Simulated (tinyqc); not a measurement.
Free and nearly free electrons in a metal: one step. Two plane waves near the face. Two cases, with inputs chosen for the exercise.

Task: Build H for k along G, diagonalise, and give the weight of the first wave in the lower state and its velocity along G relative to a free electron, (w k + (1 - w)(k - G))/k.

Two plane waves k and k - G, G = (110) (2 pi/a): H = [[c k^2/m, V], [V, c (k - G)^2/m]] with c = hbar^2/2m0.
Constants: hbar^2/2m0 = 3.80998211 eV angstrom^2.

Case 1.

Values chosen (near those of K; the results hold for these values, not for the real material): a = 5.205 angstrom (bcc lattice constant); m = 1 m0 (mass); V = 1.43 eV (|V_G| for G = (110)); x = 0.87 (k along G as a share of |G|/2).

Case 2.

Values chosen (near those of W, whose d bands this model ignores; the results hold for these values, not for the real material): a = 3.16 angstrom (bcc lattice constant); m = 1 m0 (mass); V = 0.34 eV (|V_G| for G = (110)); x = 0.81 (k along G as a share of |G|/2).

Give: H; levels; w; v/v_free.

Result:

Case 1.

H (eV):
```
        1       2
1  2.1011  1.4300
2  1.4300  3.5446
```

levels (eV): 1.2210  4.4247

w = 0.7253
v/v_free = 0.3685

The splitting is 3.204 eV here and 2V = 2.86 eV on the face, where the normal velocity vanishes. There the lower band lies at 1.346 eV, below the free EF of 2.137 eV, so by this test the Fermi surface touches the face (V is large against EF, which it lowers, so the test is rough). Real Na and K have far smaller V and nearly spherical surfaces.

Case 2.

H (eV):
```
        1        2
1  4.9414   0.3400
2  0.3400  10.6653
```

levels (eV): 4.9213  10.6854

w = 0.9965
v/v_free = 0.9914

The splitting is 5.764 eV here and 2V = 0.68 eV on the face, where the normal velocity vanishes. There the lower band lies at 7.191 eV and the upper at 7.871 eV, both below the free EF of 9.202 eV: the face centre is filled in both bands and band 2 holds electrons here, while band 1 may keep holes at the zone corners.

Computed by tinyqc, one run a case: `OMP_NUM_THREADS=1 python tinyqc.py N N+1 out.jsonl` with N = 1681323, 1681466; one thread of a shared Intel(R) Xeon(R) Processor @ 2.30GHz, about 0.01 s a run at most.
